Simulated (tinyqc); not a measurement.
# ESD clamp with bipolar snapback, compact model and design window, step by step

tinyqc, about 0.01 s, one thread, Intel Xeon 2.30GHz (shared host): `OMP_NUM_THREADS=1 python tinyqc.py 2670019 2670020 out.jsonl` Printed values are rounded.

The drain junction multiplies the current that enters it: Igen = (M - 1)(Ic + I0), M = 1/(1 - (Vj/BV)^n). The generated holes leave through the substrate resistance and the base of the parasitic npn: Igen = Vb/Rb + Ic/be, Ic = Is exp(Vb/Vt). Terminal current I = Ic + I0 + Igen and voltage V = Vj + I Ro, per width. Isothermal, constant gain.

Inputs (values chosen for the exercise); values close to those of grounded-gate n-channel clamps:
- T = 300 K (temperature)
- BV = 11.4 V (junction breakdown voltage)
- n = 3.2 (exponent of the multiplication)
- be = 2.8 (current gain of the parasitic npn)
- Is = 7.6e-18 A/um (saturation current)
- I0 = 5.9e-12 A/um (junction leakage)
- Rb = 5800 ohm um (substrate resistance)
- Ro = 220 ohm um (drain ballast and contact resistance)
- It2 = 11.4 mA/um (failure current for 100 ns)
- Wf = 20 um (finger width)
- Nf = 8 (number of fingers)
- Lv = 2 kV (human-body-model level)
- Vox = 7.7 V (oxide breakdown voltage for 100 ns)
- Vdd = 5 V (supply voltage)

Constants: q = 1.602176634e-19 C, kB = 1.380649e-23 J/K, Vt = kB T/q. Results are converted to the units shown.

## The snapback curve

| point | Vb (V) |
|---|---|
| 0 | 0.05 |
| 1 | 0.3 |
| 2 | 0.51 |
| 3 | 0.57 |
| 4 | 0.62 |
| 5 | 0.729 |
| 6 | 0.827 |
| 7 | 0.847 |
| 8 | 0.877 |

For given Vb: Ic, Igen, M = 1 + Igen/(Ic + I0), Vj = BV (1 - 1/M)^(1/n), I and V.

| point | Ic (uA/um) | M | Vj (V) | I (uA/um) | V (V) |
|---|---|---|---|---|---|
| 0 | 5.25747e-11 | 1.46112e6 | 11.4000 | 8.62070 | 11.4019 |
| 1 | 8.32898e-7 | 7.68230e6 | 11.4000 | 51.7241 | 11.4114 |
| 2 | 0.00280825 | 31247.3 | 11.3999 | 87.9349 | 11.4192 |
| 3 | 0.0286017 | 3436.66 | 11.3990 | 98.3147 | 11.4206 |
| 4 | 0.197859 | 541.608 | 11.3934 | 107.165 | 11.4170 |
| 5 | 13.4114 | 10.7290 | 11.0567 | 143.891 | 11.0884 |
| 6 | 594.021 | 1.59718 | 8.38281 | 948.758 | 8.59153 |
| 7 | 1287.62 | 1.47056 | 7.98469 | 1893.52 | 8.40127 |
| 8 | 4109.27 | 1.39394 | 7.68069 | 5728.08 | 8.94087 |

V peaks at Vt1 = 11.42 V and falls to Vh = 8.401 V: once the npn supplies current, a small M feeds the base. At high current M tends to 1 + 1/be and Vj to BV (1 + be)^(-1/n) = 7.511 V.

## Iteration 1: base voltage at the failure current

Vb at the start = 0.79 V

I(Vb) = Ic (1 + 1/be) + I0 + Vb/Rb, I' = Ic (1 + 1/be)/Vt + 1/Rb; Newton steps on ln I: Vb(new) = Vb - ln(I/It2) I/I'. V follows from the introduction.

I = 0.3288951 mA/um
V = 9.626962 V
I' = 7.625925 mS/um
Vb after iteration 1 = 0.9429179 V

## Iteration 2: base voltage at the failure current

As before.

I = 71.57309 mA/um
V = 23.27240 V
I' = 2762.455 mS/um
Vb after iteration 2 = 0.8953199 V

## Course of the iteration: base voltage at the failure current

Stop when Vb changes by less than 1e-10 V, or after 20 iterations. Vb must stay between 0 and 8 V.

Course of the iteration:

| iteration | Vb (V) | \|change\| (V) |
|---|---|---|
| 1 | 0.9429179 | 0.153 |
| 2 | 0.8953199 | 0.0476 |
| 3 | 0.8951314 | 1.88e-4 |
| 4 | 0.8951314 | 8.72e-9 |
| 5 | 0.8951314 | 0 |

Converged in 5 iterations. At the end the number of correct digits about doubles with each step.

## Design window and human-body level

Vt1 = 11.42059 V
Vh = 8.401174 V
Vt2 = 10.10727 V

Human-body model: 100 pF through 1500 ohm, peak current about (level - Vt2)/1500 ohm, decay time 150 ns. All fingers turn on before the first fails if Vt2 > Vt1; then the clamp carries Nf Wf It2, otherwise in the worst case Wf It2. Margins: Vh - 1.1 Vdd against latching in operation, Vox - max(Vt1, Vt2) for the protected oxide.

peak current = 1.326595 A
current the clamp carries = 0.228 A
level it withstands = 0.3521073 kV
holding margin = 2.901174 V
oxide margin = -3.720593 V

Uniform turn-on is not assured; the clamp fails the level. The oxide margin is negative.
